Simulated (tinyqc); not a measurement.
Oxide trap near a transistor channel: two-state multiphonon kinetics, telegraph noise and bias instability: one step, computed by the program tinyqc.

An n-channel device under positive gate bias. The trap is empty (state 1) or holds an electron (state 2); both states are parabolas of equal curvature, and the electron reservoir is taken at the Fermi level of the channel.

Problem. Barriers and time constants. E_21 = E_t - e F x is the energy of state 2 over state 1; barriers E_c = (E_R + E_21)^2/(4 E_R), E_e = E_c - E_21; tau_c = exp(E_c/k_B T)/(k_0 P), tau_e = exp(E_e/k_B T)/(k_0 P), P the tunnelling factor; occupation f_2 = tau_e/(tau_c + tau_e); 1/tau_0 = 1/tau_c + 1/tau_e.

Inputs (values chosen for the exercise, with an insulator like HfO2 on silicon):
```
quantity                                value   unit
insulator constant eps_ox                21.7      -
trap depth x from the interface          0.41     nm
trap level above E_F at zero field E_t   0.23     eV
relaxation energy E_R                    0.96     eV
oxide field F                             2.8  MV/cm
attempt rate k_0 at the interface       2e+11    1/s
temperature T                             350      K
```

Parts treated: one trap and an ensemble.

tunnelling factor = 0.09864083

Constants: k_B = 8.617333262e-05 eV/K.

Give: E_21; capture barrier E_c; emission barrier E_e; capture time tau_c; emission time tau_e; occupation f_2; tau_0.

Solution.

E_21 = 0.1152 eV

capture barrier E_c = 0.301056 eV

emission barrier E_e = 0.185856 eV

capture time tau_c = 1.096e-06 s

emission time tau_e = 2.405e-08 s

occupation f_2 = 0.02147

tau_0 = 2.353e-08 s

The trap is almost always empty at this bias. Caution: a field 1.5 times as high comes near the usual breakdown field of such an insulator.
